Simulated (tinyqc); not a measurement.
Deep level with several charge states, and Shockley-Read-Hall recombination, step by step. Values are carried at full precision from step to step, so a last printed digit may differ when a step is redone from the rounded ones.

Energies from Ev. The defect has charge states 0, -1, -2 with weights 1, gm exp((EF - E1)/kT), exp((2 EF - E1 - E2)/kT); the shares are the weights over their sum. Boltzmann carriers: n = Nc exp((EF - Eg)/kT), p = Nv exp(-EF/kT). Neutrality: p - n + Nd + Nt <q> = 0.

Constants: kB = 8.617333262e-05 eV/K.

Parameters, chosen for this exercise (gap and densities of states near those of SiC at this temperature; shifted at random, so the results belong to these values and not to a real crystal):
- Eg = 3.218 eV (gap)
- Nc = 2.27e+19 1/cm^3 (conduction-band density of states)
- Nv = 4.16e+19 1/cm^3 (valence-band density of states)
- T = 350 K
- E1 = 1.425 eV (level (0/-1) above Ev)
- E2 = 1.831 eV (level (-1/-2) above Ev)
- gm = 2 (degeneracy of the middle state, the others 1)
- Nt = 1e+13 1/cm^3 (defects)
- Nd = 2.2e+13 1/cm^3 (ionised shallow donors minus acceptors)
- E_try = 1.568 eV (trial Fermi level)
- Et = 1.831 eV (recombination level above Ev)
- sn = 4.3e-16 cm^2 (electron capture cross-section)
- sp_ = 4e-14 cm^2 (hole capture cross-section)
- vth = 22000000 cm/s (thermal velocity, both carriers)
- Nm = 2.6e+16 1/cm^3 (equilibrium electrons for the lifetime steps)
- dn = 2.8e+13 1/cm^3 (excess pairs)

## Charge states at a trial Fermi level

Form the exponents, the shares, the mean charge and the residual of neutrality at EF = E_try.

exponents of the second and third weights: 4.741  -3.979

shares: 0 0.0043, -1 0.9956, -2 0.0001

<q> = -0.9957

n, p (1/cm^3): 3.95e-05  0.00110

residual = 1.20e+13 1/cm^3

The residual is positive, so EF must rise.

## The neutral state

Solve for EF.

EF = 2.7280 eV

shares at EF: 0 0.000, -1 0.000, -2 1.000

n = 2.00e+12 1/cm^3
p = 2.17e-20 1/cm^3

Without the defects the majority density would be 2.20e+13 1/cm^3; with them the density of these carriers is 2.00e+12, so they compensate part of the doping. Most defects are in the state -2.

## Recombination through one level

One level at Et with degeneracy 1: tn = 1/(sn vth Nt), tp = 1/(sp_ vth Nt), n1 = Nc exp((Et - Eg)/kT), p1 = Nv exp(-Et/kT), ni^2 = n1 p1. Equilibrium n0 = Nm, p0 = ni^2/Nm; n = n0 + dn, p = p0 + dn. U = (n p - ni^2)/(tp (n + n1) + tn (p + p1)), lifetime dn/U; emission rates en = sn vth n1, ep = sp_ vth p1.

Evaluate each quantity.

tn, tp (microsecond): 10.57  0.1136

n1, p1 (1/cm^3): 0.242  1.79e-07

U = 2.24e+20 1/(cm^3 s)
lifetime = 0.125 microsecond

The lifetime is 1.100 times the minority capture time tp and 0.0117 times tn + tp, the limit of high injection.

## Emission and generation in a depleted region

With n = p = 0 the level generates pairs at G = Nt en ep/(en + ep); generation lifetime tg = ni/G; current density e G W for a width W = 1 micrometre, e = 1.602176634e-19 C.

en, ep (1/s): 2.29e-09  1.58e-13

G = 1.58 1/(cm^3 s)
tg = 132 microsecond
current density = 2.53e-23 A/cm^2

The slower step, hole emission, limits the rate: en/ep = 1.45e+04.

## Checks

- U against hole capture minus emission at the steady occupation of the level (1/(cm^3 s)): both 2.240e+20.

Run: tinyqc, `OMP_NUM_THREADS=1 python tinyqc.py 1681015 1681016 out.jsonl`; Intel(R) Xeon(R) Processor @ 2.30GHz, one thread, shared host; about 0.01 s of CPU time with all checks.
